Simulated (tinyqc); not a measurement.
Two electrons on one impurity (helium-like model): sweeps and comparisons. A value that a table varies takes the place of the one given here.

Units Ha* = 2 Ry m/eps^2 and a* = a0 eps/m. One electron is bound by Z^2/2. Two electrons in the singlet built from exp(-a r) and exp(-b r): S = 8 (ab)^(3/2)/(a + b)^3, h_aa = a^2/2 - Z a, h_bb alike, h_ab = S (ab/2 - Z (a + b)/2), J = ab (a^2 + 3ab + b^2)/(a + b)^3, K = 20 (ab)^3/(a + b)^5, E = (h_aa + h_bb + 2 S h_ab + J + K)/(1 + S^2). For a = b this is a^2 - 2 Z a + 5a/8. Real double donors are deeper, since the central cell is left out.

Constants: e^2/(4 pi eps0) = 14.39964547 eV angstrom.

Inputs chosen for the exercise (near those of impurities in InP; not measured data):
- m = 0.084 m0 (one mean mass)
- eps = 12.8 (dielectric constant)
- Zs = (0.97, 1.05, 1.18, 1.42, 2, 2.98, 3.85) (charges)
- a_lat = 5.869 angstrom (lattice constant)
- Eg = 1.41 eV (gap)
- ED = 7.2 meV (donor binding)
- EA = 45.8 meV (acceptor binding)
- W0 = 0.12 x 1e7/s (rate at zero distance)
- kind = same (sublattices of donor and acceptor)
- shells = (1234, 1419, 2061, 2114, 2971, 11279, 12129) (shell numbers)

## Effective charge

Ha* = 13.9512 meV

Binding of the first electron, of the second (-E - Z^2/2) with equal and with unequal orbitals, and U, the first less the second (unequal).

Results (meV):
```
Z     first  second, equal  second, unequal   a/b     U  U/(Z Ha*)
0.97    6.6          -0.53             0.06  4.09   6.5      0.481
1.05    7.7          -0.10             0.43  3.25   7.3      0.495
1.18    9.7           0.79             1.27  2.70   8.4      0.513
1.42   14.1           3.05             3.48  2.25  10.6      0.534
2.00   27.9          11.83            12.22  1.84  15.7      0.562
2.98   61.9          37.32            37.69  1.59  24.3      0.583
3.85  103.4          71.19            71.54  1.48  31.9      0.593
```

Equal orbitals bind a second electron only above Z = (5/16)/(1 - 1/sqrt2) = 1.067; unequal ones do so in 7 of the 7 rows. Their gain is 0.59 meV in the first row and 0.35 in the last, while the second binding grows to 72 meV, so the gain decides the matter only near Z = 1. U grows almost linearly with Z: U/(Z Ha*) goes from 0.481 to 0.593, towards 5/8, while the first binding grows as Z^2. Angular correlation is left out: at Z = 1 this function binds the second electron by 0.0133 Ha*, half the exact 0.0278.

## Pair lines (donor-acceptor pair recombination)

h nu = Eg - ED - EA + q/(eps R), q = e^2/(4 pi eps0); shell j lies at R = a_lat sqrt(j/2) for the same sublattice and a_lat sqrt(j/2 - 5/16) for opposite ones (on the same sublattice shells 14, 30, 46, 56, 62, ... are empty, where 2j has the form 4^a (8b + 7)); rate W = W0 exp(-2R/aD) with the donor radius aD = q/(2 eps ED). Polarisation and overlap terms, which matter for close pairs, are left out.

Energy, rate and lifetime for each shell.

Lines:
```
shell  R (angstrom)  Coulomb (meV)  h nu (eV)  step to the next shell (meV)  1/W (microsecond)
1234         145.78            7.7     1.3647                        0.0031               34.8
1419         156.33            7.2     1.3642                        0.0025               45.6
2061         188.40            6.0     1.3630                        0.0029                104
2114         190.81            5.9     1.3629                        0.0014                110
2971         226.20            5.0     1.3620                       0.00084                273
11279        440.74            2.6     1.3596                       0.00011           6.62e+04
12129        457.05            2.5     1.3595                       0.00010           1.01e+05
```

limit for distant pairs = 1.3570 eV
aD = 78.1 angstrom

The lines crowd together, on average as R^-3: the step falls from 0.0031 to 0.0001 meV, so distant pairs merge into a band. Close pairs emit higher and 2.89e+03 times faster over this table, so the band shifts to lower energy with delay and to higher energy with stronger pumping. All these lines lie below Eg, and R/aD runs from 1.9 up.

Run: tinyqc, `OMP_NUM_THREADS=1 python tinyqc.py 1252507 1252508 out.jsonl`; Intel(R) Xeon(R) Processor @ 2.30GHz, one thread, shared host; about 0.05 s of CPU time with all checks.
